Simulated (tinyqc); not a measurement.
Comparisons within one model: quantum-confined Stark effect in a modulator well. A value that a table varies takes the place of the one given here.

Envelopes on cells of 0.5 angstrom over the well |z| < L/2 and 45 angstrom of barrier on each side, psi = 0 beyond, psi'/m continuous (mean mass between points), c = hbar^2/2m0. The electron sees + e F z and the hole - e F z, each with its offset in the barriers; 1 kV/cm = 1e-5 eV/angstrom. Light holes, band mixing and escape by tunnelling are left out.

Exciton: in-plane function exp(-rho/lam), 1/mu = 1/me + 1/mp, E(lam) = c/(mu lam^2) - (q/eps) times the integral over k of Fm(k)(1 + (k lam/2)^2)^(-3/2), Fm(k) the double integral of psi_e^2 psi_h^2 exp(-k |z - z'|), q = e^2/(4 pi eps0); binding Eb = -E at the minimum. Line at Eg + E_e + E_h - Eb, strength proportional to overlap^2/lam^2.

Constants: hbar^2/2m0 = 3.80998211 eV angstrom^2; e^2/(4 pi eps0) = 14.39964547 eV angstrom; hc = 1239.841984 eV nm.

Values chosen for the exercise (near those of a Ge well in SiGe, direct gap; the results hold for these values, not for the real material): L = 136 angstrom (well width); Vc = 0.366 eV (conduction offset); Vv = 0.102 eV (heavy-hole offset); me = 0.041 m0 (electron, well); meb = 0.0556 m0 (electron, barrier); mh = 0.208 m0 (heavy hole along z, well); mhb = 0.222 m0 (heavy hole, barrier); Eg = 0.845 eV (gap of the well); mp = 0.074 m0 (heavy hole in the plane); eps = 15.4 (dielectric constant); Fs = (0, 11, 23, 34, 47, 61, 76) kV/cm (fields); Ls = (50, 66, 84, 104, 126, 150, 170) angstrom (widths); F_L = 55 kV/cm (field for this table); F = 55 kV/cm (field).

## Raising the field

All quantities anew; shifts from zero field.

Results:

| F (kV/cm) | dE_e (meV) | dE_h (meV) | Eb (meV) | line shift (meV) | overlap^2 | relative strength |
|---|---|---|---|---|---|---|
| 0 | 0.00 | 0.00 | 3.81 | 0.00 | 0.998 | 1.000 |
| 11 | -0.13 | -0.54 | 3.78 | -0.63 | 0.960 | 0.948 |
| 23 | -0.57 | -2.25 | 3.69 | -2.69 | 0.852 | 0.808 |
| 34 | -1.25 | -4.66 | 3.58 | -5.67 | 0.730 | 0.658 |
| 47 | -2.37 | -8.30 | 3.45 | -10.30 | 0.591 | 0.500 |
| 61 | -3.96 | -12.93 | 3.31 | -16.39 | 0.461 | 0.365 |
| 76 | -6.08 | -18.53 | 3.19 | -23.98 | 0.350 | 0.260 |

What does this show, and why?

The line shift grows with exponent 1.96 in F at low field and 1.73 at the end, as the carriers come up against opposite walls and the dipole begins to saturate. The hole gives 80 % of the level shift in the second row and 75 % in the last. The largest shift is 6.3 times the zero-field binding, yet 84 % of the binding survives, since the walls stop the field from pulling the pair apart. Half the strength is gone between 34 and 47 kV/cm.

## Width of the well

Zero-field line, its shift at F_L and the relative strength.

Results:

| L (angstrom) | line at F = 0 (nm) | Eb (meV) | shift (meV) | relative strength | shift x strength (meV) |
|---|---|---|---|---|---|
| 50 | 1254.1 | 4.48 | -1.34 | 0.970 | 1.30 |
| 66 | 1309.9 | 4.35 | -2.24 | 0.937 | 2.09 |
| 84 | 1351.4 | 4.20 | -3.92 | 0.861 | 3.37 |
| 104 | 1381.7 | 4.04 | -6.78 | 0.717 | 4.86 |
| 126 | 1403.8 | 3.88 | -11.21 | 0.512 | 5.74 |
| 150 | 1419.9 | 3.73 | -17.48 | 0.301 | 5.26 |
| 170 | 1429.4 | 3.61 | -23.70 | 0.172 | 4.07 |

How do the results move?

The shift grows with exponent 1.85 in L over the first two rows and 2.43 over the last two, against 4 for hard walls at second order; leakage lowers it in narrow wells and saturation in wide ones. The strength falls from 0.97 to 0.17, and the product of the two is largest at 126 angstrom.

## What each parameter does

Zero-field line, shift at F, overlap^2 and Eb at F. Each row changes one parameter from the base and keeps the others.

Results:

| case | line (nm) | shift (meV) | overlap^2 | Eb (meV) |
|---|---|---|---|---|
| base | 1411.3 | -13.65 | 0.514 | 3.37 |
| L = 126 angstrom | 1403.8 | -11.21 | 0.600 | 3.52 |
| F = 44 kV/cm | 1411.3 | -9.13 | 0.621 | 3.48 |
| Vc = 0.293 eV | 1413.6 | -13.98 | 0.503 | 3.34 |
| Vv = 0.128 eV | 1410.9 | -12.97 | 0.538 | 3.41 |
| me = 0.0471 m0 | 1415.7 | -13.71 | 0.499 | 3.56 |
| mh = 0.177 m0 | 1410.1 | -13.33 | 0.538 | 3.37 |
| eps = 13.9 | 1412.5 | -13.54 | 0.514 | 3.99 |

How do the results move?

The largest shifts from the base row, up to three for each result and ties (the steps differ in size, so this ranks the rows, not the parameters). line (nm): L -7.5, me +4.4, Vc +2.3; unchanged at the printed digits by F. shift (meV): F +4.52, L +2.44, Vv +0.69. overlap^2: F +0.108, L +0.086, Vv +0.025; unchanged at the printed digits by eps. Eb (meV): eps +0.62, me +0.19, L +0.15; unchanged at the printed digits by mh.

(tinyqc, `OMP_NUM_THREADS=1 python tinyqc.py 1252175 1252176 out.jsonl`, Intel(R) Xeon(R) Processor @ 2.30GHz, 1 thread, shared host, about 0.1 s.)
